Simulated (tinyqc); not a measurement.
Raman shift of the zone-centre optical phonon of a diamond-structure crystal under stress. From one set of inputs to another, one input at a time. Computed by tinyqc, a small Python program. Command: `OMP_NUM_THREADS=1 python tinyqc.py 3012285 3012286 out.jsonl ramanstress ladder`. One thread of a shared host (Intel(R) Xeon(R) Processor @ 2.30GHz), about 0.01 s of CPU time with the checks.

Axes x, y, z are the cube axes. Strain shifts the threefold optical mode and can split it; p, q and r are the phonon deformation potentials.

The inputs printed are set A. Inputs not listed in the table keep their values of set A, so the rows need not describe a real material.

Inputs (values chosen for the exercise, for a model crystal):
```
quantity                          value    unit
unstrained frequency omega_0        842    1/cm
p/omega_0^2                       -2.24       -
q/omega_0^2                       -2.54       -
r/omega_0^2                      -0.673       -
C11                                82.6     GPa
C12                                21.9     GPa
C44                                34.5     GPa
stress sigma (tension positive)     1.6     GPa
polarisation angle phi               75  degree
```

Stress state: biaxial. Axis: [111].

Method:
- S11 = (C11 + C12)/D, S12 = -C12/D, D = (C11 - C12)(C11 + 2 C12), S44 = 1/C44.
- Equal biaxial stress in the plane normal to the axis (unit vector n): sigma_ij = sigma (delta_ij - n_i n_j).
- eps_xx = S11 sigma_xx + S12 (sigma_yy + sigma_zz), and cyclic; eps_xy = S44 sigma_xy/2 (tensor strain).
- Secular matrix: M_xx = p eps_xx + q (eps_yy + eps_zz), M_xy = 2 r eps_xy; its eigenvalues are omega^2 - omega_0^2, and the shifts are these over 2 omega_0.
- gamma = -(p + 2q)/(6 omega_0^2); the mean of the three shifts is -gamma omega_0 x (volume strain).
- Backscattering from a (001) surface: incident polarisation (cos phi, sin phi, 0). With Raman tensors (R_z)_xy = (R_z)_yx = 1 and cyclic, only the z component u_z of a mode counts: I = u_z^2 sin^2(2 phi) for parallel and u_z^2 cos^2(2 phi) for crossed polarisers. An unresolved line sits at the intensity-weighted shift, which is M_zz/(2 omega_0).

Each row keeps all changes above it:
```
input moved                            from      to  mean shift (1/cm)  shift per stress (1/(cm GPa))  volume strain (per mille)
set A                                     -       -            -26.006                        -16.254                     25.316
p/omega_0^2                           -2.24   -1.93            -24.905                        -15.565                     25.316
q/omega_0^2                           -2.54    -2.4            -23.910                        -14.944                     25.316
C12 (GPa)                              21.9   64.06            -14.342                         -8.964                     15.186
C11 (GPa)                              82.6   163.9            -10.349                         -6.468                     10.958
r/omega_0^2                          -0.673  -0.702            -10.349                         -6.468                     10.958
unstrained frequency omega_0 (1/cm)     842   521.6             -6.411                         -4.007                     10.958
C44 (GPa)                              34.5   80.05             -6.411                         -4.007                     10.958
```

Where does the difference come from?

Mean shift goes from -26.0 to -6.41, +19.6 in all. The largest single move comes from C12 (+9.57). Shift per stress goes from -16.3 to -4.01, +12.2 in all. The largest single move comes from C12 (+5.98). Volume strain goes from 25.3 to 11.0, a factor 0.433 in all. The largest single move comes from C12 (a factor 0.600). The single moves hold for this order of the switches; the total does not depend on the order.

Caution (rows set A, p/omega_0^2, q/omega_0^2, C12): strains above about 1 % call for terms beyond linear order. Caution (rows set A, p/omega_0^2, q/omega_0^2, C12, C11, r/omega_0^2, unstrained frequency omega_0): the modes that take part are split by more than a line width, so two lines are seen and not one at the mean. Caution (all rows): this stress has components normal to the (001) face, so it cannot reach a free (001) surface; it can act on buried material.

Extremes, crossings and ranges named in words are read from the listed rows.
